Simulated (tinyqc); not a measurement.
Reverse leakage of an n+-p junction: diffusion, generation, trap-assisted and band-to-band tunnelling: two steps of the calculation.

One-sided abrupt junction in the depletion approximation, x from the junction (0) to W on the p side, field F = F0 (1 - x/W). Flat quasi-Fermi levels, long p side. Traps generate through SRH with both lifetimes shortened by 1 + Gamma (Hurkx enhancement, form for moderate fields); band-to-band generation is local and needs a total bending above Eg.

Values chosen for this exercise; band and dielectric values close to those of silicon: temperature T = 250 K; band gap Eg = 1.14 eV; relative permittivity eps_r = 11.9; conduction-band density of states at T Nc = 2.15e19 cm^-3; valence-band density of states at T Nv = 2.02e19 cm^-3; acceptor density of the lighter side Na = 2.8e16 cm^-3; donor density of the heavier side Nd = 1e20 cm^-3; SRH lifetime of both carriers at zero field tau = 2e-8 s; trap level above the intrinsic level Et = -0.12 eV; tunnelling mass mt = 0.23 m0; electron diffusion coefficient on the lighter side Dn = 25 cm^2/s; band-to-band prefactor Ab = 7.7e14 cm^-0.5 V^-2.5 s^-1; band-to-band field constant Bb = 1.89e7 V/cm; reverse bias VR = 1.2 V.

Constants: q = 1.602176634e-19 C, kB = 1.380649e-23 J/K, hbar = 1.054571817e-34 J s, m0 = 9.1093837015e-31 kg, Vt = kB T/q, eps0 = 8.8541878128e-14 F/cm where lengths are in cm. Results are converted to the units shown.

Question 1. Field, scales and diffusion current. ni = sqrt(Nc Nv) exp(-Eg/(2 Vt)), Eg in volts; Vbi = Vt ln(Na Nd/ni^2); W = sqrt(2 eps0 eps_r (Vbi + VR)/(q Na)); F0 = 2 (Vbi + VR)/W; FG = sqrt(24 mt m0 (kB T)^3)/(q hbar); J_diff = q ni^2 sqrt(Dn/tau)(1 - exp(-VR/Vt))/Na.

Give: ni; Vbi; W; F0; FG; J_diff.

Answer 1.

ni = 6.7329e7 cm^-3
Vbi = 1.0313 V
W = 323.75 nm
F0 = 137.84 kV/cm
FG = 269.13 kV/cm
J_diff = 9.1708e-16 A/cm^2

Question 2. Generation rates across the layer. u = (Vbi + VR)(1 - x/W)^2, p = Na exp(-u/Vt), n = Nd exp((u - Vbi - VR)/Vt); G0 = ni^2 (1 - exp(-VR/Vt))/(tau (n + p + 2 ni cosh(Et/Vt))); Gamma = 2 sqrt(3 pi)(F/FG) exp((F/FG)^2); trap-assisted part G0 Gamma; G_bb = Ab F^2.5 exp(-Bb/F) with F in V/cm, zero unless Vbi + VR > Eg, and counted as zero under 1 cm^-3 s^-1. 15 equal steps.

ni = 6.7328766e7 cm^-3
Vbi = 1.0313329 V
W = 323.75078 nm
F0 = 137.84263 kV/cm
FG = 269.13019 kV/cm

Find: x; F; Gamma; G0; G0 Gamma; G_bb.

Answer 2.

```
point  x (nm)  F (kV/cm)   Gamma  G0 (cm^-3 s^-1)  G0 Gamma (cm^-3 s^-1)  G_bb (cm^-3 s^-1)
0         0.0      137.8   4.088             2267                   9266              0.000
1        21.6      128.7   3.689          1.422e9                5.246e9              0.000
2        43.2      119.5   3.319         1.238e13               4.109e13              0.000
3        64.8      110.3   2.976         1.283e13               3.816e13              0.000
4        86.3      101.1   2.656         1.283e13               3.406e13              0.000
5       107.9       91.9   2.356         1.283e13               3.021e13              0.000
6       129.5       82.7   2.074         1.283e13               2.660e13              0.000
7       151.1       73.5   1.807         1.283e13               2.318e13              0.000
8       172.7       64.3   1.554         1.282e13               1.992e13              0.000
9       194.3       55.1   1.312         1.165e13               1.529e13              0.000
10      215.8       45.9   1.079         7.581e11               8.182e11              0.000
11      237.4       36.8  0.8544         1.278e10               1.092e10              0.000
12      259.0       27.6  0.6356          5.099e8                3.241e8              0.000
13      280.6       18.4  0.4213          5.104e7                2.150e7              0.000
14      302.2        9.2  0.2099          1.283e7                2.692e6              0.000
15      323.8        0.0       0          8.095e6                      0              0.000
```

Range of the model: The n+ side is degenerate, so Vbi from Boltzmann statistics is only a guide.

Computed by the program tinyqc: `OMP_NUM_THREADS=1 python tinyqc.py 2290145 2290146 out.jsonl`, one thread of a shared Intel Xeon 2.30GHz, about 0.01 s for the whole run.
